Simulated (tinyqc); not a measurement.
What the s* orbital does: sp3s* tight binding.

sp3s* tight binding, nearest neighbours only: anion (a) at 0, cation (c) at a/4 (1,1,1), orbitals s, px, py, pz, s* on each; k in units of 2 pi/a. With phases e_j = exp(i (pi/2) k.n_j) for n = (1,1,1), (1,-1,-1), (-1,1,-1), (-1,-1,1): g0 = (e1+e2+e3+e4)/4, g1 = (e1+e2-e3-e4)/4, g2 = (e1-e2+e3-e4)/4, g3 = (e1-e2-e3+e4)/4. The diagonal holds the levels Esa, Epa, Exa (s*) and Esc, Epc, Exc. Anion-cation block: <sa|sc> = Vss g0; <sa|xc> = Vsapc g1; <xa|sc> = -Vscpa g1; <xa|xc> = Vxx g0; <xa|yc> = <ya|xc> = Vxy g3, <xa|zc> = <za|xc> = Vxy g2, <ya|zc> = <za|yc> = Vxy g1; <s*a|xc> = Vxapc g1; <xa|s*c> = -Vpaxc g1; y and z take g2 and g3 in place of g1; s-s* and s*-s* vanish.

Parameters, chosen for this exercise (near a published set for GaAs, fitted to gaps, whose masses and valley positions are rough; shifted at random, so the results belong to these values and not to a real crystal): Esa = -8.363 eV (s level of the anion); Epa = 1.032 eV (p level of the anion); Esc = -2.668 eV (s level of the cation); Epc = 3.635 eV (p level of the cation); Exa = 8.61 eV (s* level of the anion); Exc = 6.734 eV (s* level of the cation); Vss = -6.372 eV (s-s); Vxx = 1.966 eV (px-px); Vxy = 5.132 eV (px-py); Vsapc = 4.421 eV (s anion, p cation); Vscpa = 5.704 eV (s cation, p anion); Vxapc = 4.795 eV (s* anion, p cation); Vpaxc = 4.743 eV (p anion, s* cation).

The s* couplings Vxapc and Vpaxc are scaled by f; f = 0 is the plain sp3 model. Gaps from the top of the valence band at Gamma; the Delta value is the minimum on (x,0,0), 0.5 <= x <= 1.

Gaps (eV):

| f | Gamma | Delta | L | x of the minimum |
|---|---|---|---|---|
| 0.00 | 1.4881 | 4.0007 | 2.8119 | 0.500 |
| 0.25 | 1.4881 | 3.8834 | 2.7082 | 0.500 |
| 0.50 | 1.4881 | 3.5848 | 2.4330 | 0.500 |
| 0.75 | 1.4881 | 3.0561 | 2.0581 | 1.000 |
| 0.90 | 1.4881 | 2.4557 | 1.8105 | 1.000 |
| 1.00 | 1.4881 | 2.0492 | 1.6414 | 1.000 |
| 1.10 | 1.4881 | 1.6402 | 1.4707 | 1.000 |

The gap at Gamma stays, since g1 to g3 vanish there. From f = 0 to 1 the s* levels lower the Delta value by 1.951 eV and L by 1.171 eV. For f = 0, 0.25 and 0.5 the least value lies at x = 0.5, the end of the range: any valley further out lies above that value until s* has lowered it enough. The lowest of the three is Gamma at both f = 0 and f = 1.

Program tinyqc; command `OMP_NUM_THREADS=1 python tinyqc.py 1450334 1450335 out.jsonl`; about 0.05 s on one thread of a shared Intel(R) Xeon(R) Processor @ 2.30GHz.
